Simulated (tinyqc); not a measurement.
Changing the donor density N_D: heavy doping: band filling, gap narrowing, band tails and the effective intrinsic density. Computed by tinyqc, a small Python program. Command: `OMP_NUM_THREADS=1 python tinyqc.py 3029989 3029990 out.jsonl gapnarrow sweep`. One thread of a shared host (Intel(R) Xeon(R) Processor @ 2.30GHz), about 0.05 s of CPU time with the checks.

An n-type crystal above its Mott density, with all dopants ionised: n = N_D - N_A, ionised centres N_I = N_D + N_A. Valleys are taken as spherical with mass m_e.

Inputs (values chosen for the exercise, for a model semiconductor):

| quantity | value | unit |
|---|---|---|
| gap E_g | 0.618 | eV |
| electron mass m_e | 0.24 | m_0 |
| valleys M_c | 4 | - |
| hole mass m_h | 0.299 | m_0 |
| dielectric constant eps | 12.5 | - |
| compensation ratio N_A/N_D | 0 | - |
| temperature T | 77 | K |

Conduction band: parabolic.

Constants: a_0 = 0.529177210903 angstrom; Ry = 13.605693123 eV; k_B = 8.617333262e-05 eV/K; hbar^2/(2 m_0) = 3.80998212 eV angstrom^2; e = 1.602176634e-19 C; eps_0 = 8.8541878128e-12 F/m; e^2/(4 pi eps_0) = 14.39964548 eV angstrom.

Method:
- n = N_D (1 - ratio); Ry* = Ry m_e/eps^2, a* = a_0 eps/m_e; r_s = (3/(4 pi n))^(1/3)/a*; k_F = (3 pi^2 n/M_c)^(1/3); Mott density (0.26/a*)^3.
- n = M_c (1/(2 pi^2)) (m_e/(hbar^2/2m_0))^(3/2) int sqrt(E) f dE, f = 1/(1 + exp((E - E_F)/k_B T)); trapezoid rule in t = sqrt(E/k_B T), step 0.02 up to 12; E_F by bisection from the band edge.
- At T = 0, E_F = (hbar^2/2m_0) k_F^2/m_e; dn/dE_F uses f (1 - f)/k_B T in place of f.
- Screening: q^2 = (e/(eps eps_0)) dn/dE_F. Exchange lowers the conduction band by (1/pi) k_F e^2/(4 pi eps_0 eps) (T = 0 Hartree-Fock at k_F, taken as a rigid shift). Screening raises the valence band by (q/2) e^2/(4 pi eps_0 eps) (static Coulomb hole). The narrowing is the sum; electron correlation and carrier-ion shifts are left out. Root-mean-square potential of randomly placed ions: V_rms = (e^2/(4 pi eps_0 eps)) sqrt(2 pi N_I/q).
- n p/n_i^2 = exp(narrowing/k_B T) x (n/N) exp(-E_F/k_B T), N being the limit of n exp(-E_F/k_B T) far below the edge (taken at E_F = -12 k_B T); apparent narrowing = k_B T ln(n p/n_i^2).

One run for each value:

| donor density N_D (cm^-3) | E_F above the band edge (meV) | gap narrowing (meV) | screening length 1/q (angstrom) | apparent narrowing (meV) | V_rms (meV) |
|---|---|---|---|---|---|
| 2.50e+19 | 50.8 | 79.6 | 9.817 | 47.3 | 45.2 |
| 4.20e+19 | 72.4 | 89.1 | 8.970 | 38.7 | 56.0 |
| 7.00e+19 | 102.1 | 99.5 | 8.223 | 22.8 | 69.3 |
| 1.20e+20 | 146.4 | 111.9 | 7.509 | -5.6 | 86.7 |
| 1.90e+20 | 199.1 | 123.9 | 6.953 | -43.2 | 105.0 |
| 5.40e+20 | 399.7 | 156.8 | 5.840 | -204.0 | 162.2 |
| 9.00e+20 | 562.0 | 176.4 | 5.363 | -343.3 | 200.6 |

Give the missing row, donor density N_D (cm^-3) = 3.20e+20.

Computed row; columns: (1) donor density N_D (cm^-3); (2) E_F above the band edge (meV); (3) gap narrowing (meV); (4) screening length 1/q (angstrom); (5) apparent narrowing (meV); (6) V_rms (meV):
```
(1)         (2)    (3)    (4)     (5)    (6)
3.20e+20  282.0  139.3  6.373  -107.3  130.4
```

Interpolating between the two neighbouring rows (the first column on a logarithmic scale, the others too where they are positive) misses most in apparent narrowing (meV), by 15 %. Over the rows, E_F above the band edge (meV) rises from 50.8 to 562 (exponent d ln y / d ln x about 0.67 throughout); gap narrowing (meV) rises from 79.6 to 176 (exponent d ln y / d ln x 0.22 between the first rows and 0.23 between the last); screening length 1/q (angstrom) falls from 9.82 to 5.36 (exponent d ln y / d ln x about -0.17 throughout). The exponent of E_F above the band edge stays between 0.67 and 0.68, near 0.67: the exponent of a degenerate parabolic band. The exponent of screening length 1/q stays between -0.17 and -0.17, near -0.17: the exponent of Thomas-Fermi screening in a parabolic band. The apparent narrowing turns negative where band filling lowers n p by more than the narrowing raises it. Left out: 1.50e21 (no root in the bracket).

Caution (all rows): the screening length is well below a*, where static Thomas-Fermi screening overstates the Coulomb hole. Caution (rows 4.20e19, 7.00e19, 1.20e20, 1.90e20, 3.20e20, 5.40e20, 9.00e20): E_F exceeds a tenth of the gap, so the parabolic band overstates it, by tens of per cent once E_F nears E_g; higher valleys may fill as well.

Extremes, crossings and ranges named in words are read from the listed rows.
